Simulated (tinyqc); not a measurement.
# Composition and strain of an epitaxial Si(1-x)Ge(x) layer from Raman and X-ray peaks, step by step

A worked calculation. Computed by tinyqc, a small Python program that keeps every step. Command: `OMP_NUM_THREADS=1 python tinyqc.py 3023365 3023366 out.jsonl epiraman walk`. One thread of a shared host (Intel(R) Xeon(R) Processor @ 2.30GHz), about 0.01 s of CPU time with the checks. Intermediate numbers are printed to about 6 digits and carried at full precision; extremes and crossings named in words are read from the listed rows.

A (001) layer, biaxially strained in the plane. The Raman peaks follow empirical lines omega = w0 + c1 x + c3 x^3 + b eps (c3 for Si-Ge alone), with eps the in-plane strain.

Inputs (values chosen for the exercise, modelled on silicon-germanium):

| quantity | value | unit |
|---|---|---|
| Ge fraction x | 0.83 | - |
| degree of relaxation R | 0.52 | - |
| lattice constant of Si | 5.431 | angstrom |
| lattice constant of Ge | 5.658 | angstrom |
| bowing B | 0.03 | angstrom |
| 2 C12/C11 of Si | 0.768 | - |
| 2 C12/C11 of Ge | 0.745 | - |
| Si-Si: w0 | 520.5 | 1/cm |
| Si-Si: c1 | -68.9 | 1/cm |
| Si-Si: strain coefficient b | -770 | 1/cm |
| Si-Ge: w0 | 400.4 | 1/cm |
| Si-Ge: c1 | 25.7 | 1/cm |
| Si-Ge: c3 | -31.6 | 1/cm |
| Si-Ge: strain coefficient b | -531 | 1/cm |
| Ge-Ge: w0 | 280.1 | 1/cm |
| Ge-Ge: c1 | 20.1 | 1/cm |
| Ge-Ge: strain coefficient b | -478 | 1/cm |
| uncertainty of a Raman peak | 0.3 | 1/cm |
| X-ray wavelength | 1.540598 | angstrom |

Substrate: germanium. Pair of peaks used: Si-Si and Si-Ge.

## Lattice constants and strain

Relaxed lattice constant a(x) = a_Si + (a_Ge - a_Si) x - B x (1 - x). In-plane constant a_par = a_sub + R (a(x) - a_sub); eps = a_par/a(x) - 1; eps_perp = -(2 C12/C11) eps with 2 C12/C11 linear in x; a_perp = a(x) (1 + eps_perp).

relaxed constant a(x) = 5.615177 angstrom

substrate constant a_sub = 5.658 angstrom

a_par = 5.63573 angstrom

in-plane strain eps = 3.66062 per mille

strain along the normal = -2.74148 per mille

a_perp = 5.59978 angstrom

The layer is under tension in the plane and is shortened along the normal.

## Raman peaks

Insert x and eps in the three lines; the strain part is b eps.

Si-Si peak = 460.494 1/cm

Si-Ge peak = 401.719 1/cm

Ge-Ge peak = 295.033 1/cm

strain parts (1/cm): Si-Si -2.81868, Si-Ge -1.94379, Ge-Ge -1.74978

Read as unstrained, the Si-Si peak would give x = 0.871 in place of 0.83. Caution: near either end one of the like-atom peaks is weak, since its intensity follows the number of such bonds.

## X-ray (004) reflection

Bragg angle theta = arcsin(2 lambda/a) for (004), for the substrate with a_sub and the layer with a_perp; separation in arc seconds.

theta of the substrate = 32.9955 degree

theta of the layer = 33.3831 degree

separation, layer less substrate = 1395.42 arcsec

## Back from two peaks to composition and strain

Unknowns x and eps (per mille). Newton steps: J d = (measured - model), J = [d omega/dx, d omega/d eps] for the two peaks; start at x = 0.5, eps = 0; stop when |d| < 1e-9. The peaks are rounded to 0.001 per cm; R = (a(x)(1 + eps) - a_sub)/(a(x) - a_sub).

peaks used (1/cm): Si-Si 460.494, Si-Ge 401.719

Iterations:

| step | x | eps (per mille) | residual 1 (1/cm) | residual 2 (1/cm) |
|---|---|---|---|---|
| 0 | 0.500000 | 0.0000 | -25.556 | -7.58100e+00 |
| 1 | 0.702824 | 15.0408 | 0.000 | 2.21359e+00 |
| 2 | 0.786715 | 7.5342 | 0.000 | 4.87563e-01 |
| 3 | 0.820247 | 4.5337 | 0.000 | 8.50472e-02 |
| 4 | 0.829264 | 3.7269 | 0.000 | 6.34503e-03 |
| 5 | 0.830055 | 3.6562 | 0.000 | 4.91941e-05 |
| 6 | 0.830061 | 3.6556 | 0.000 | 3.05300e-09 |
| 7 | 0.830061 | 3.6556 | 0.000 | 0 |

recovered x = 0.830061

recovered eps = 3.65559 per mille

recovered R = 0.52

## Which pair of peaks is best

For each pair invert J = [d omega/dx, d omega/d eps] at the true x. Independent errors of the given size in both peaks give sigma_x and sigma_eps = uncertainty x (norm of the rows of the inverse of J).

Error propagation:

| pair | det J | sigma_x | sigma_eps (per mille) |
|---|---|---|---|
| Si-Si and Si-Ge | 6.08796 | 0.0460913 | 3.91625 |
| Si-Si and Ge-Ge | 48.4112 | 0.00561628 | 0.444765 |
| Si-Ge and Ge-Ge | 29.6056 | 0.00723972 | 0.450077 |

The pair Si-Si and Ge-Ge fixes x best (sigma_x = 0.0056) and Si-Si and Si-Ge worst (0.046), a factor 8.2. Strain moves all peaks the same way, so a good pair needs different ratios of composition slope to strain coefficient, best of opposite sign; the slopes here are -68.9, -39.6 and 20.1 per cm for Si-Si, Si-Ge and Ge-Ge. Errors in the coefficients themselves are not counted.

## Relaxation at fixed composition

(004) Bragg angle theta = arcsin(2 lambda/a), with a = a_perp for the layer and a_sub for the substrate; separation = layer less substrate. The apparent x is the one that a fully strained layer (R = 0) would need to give the same a_perp.

Signatures:

| R | eps (per mille) | Si-Si (1/cm) | Ge-Ge (1/cm) | a_perp (angstrom) | (004) separation (arcsec) | apparent x if R = 0 is assumed |
|---|---|---|---|---|---|---|
| 0.00 | 7.62630 | 457.441 | 293.138 | 5.58311 | 1801.67 | 0.830000 |
| 0.15 | 6.48235 | 458.322 | 293.684 | 5.58792 | 1684.18 | 0.841106 |
| 0.30 | 5.33841 | 459.202 | 294.231 | 5.59273 | 1566.93 | 0.852186 |
| 0.50 | 3.81315 | 460.377 | 294.960 | 5.59914 | 1410.99 | 0.866919 |
| 0.70 | 2.28789 | 461.551 | 295.689 | 5.60556 | 1255.48 | 0.881604 |
| 0.85 | 1.14394 | 462.432 | 296.236 | 5.61037 | 1139.13 | 0.892589 |
| 1.00 | 0.00000 | 463.313 | 296.783 | 5.61518 | 1023.02 | 0.903547 |

Full relaxation moves the Si-Si peak by +5.87 per cm and shrinks the X-ray separation to 57 % of its strained value, about 1/(1 + 2 C12/C11). A symmetric reflection alone cannot part x from R: a relaxed layer read as strained gives x = 0.904 in place of 0.83. An asymmetric reflection or a second peak is needed.

Checks made by the program: recovered composition (relative difference 7e-05).
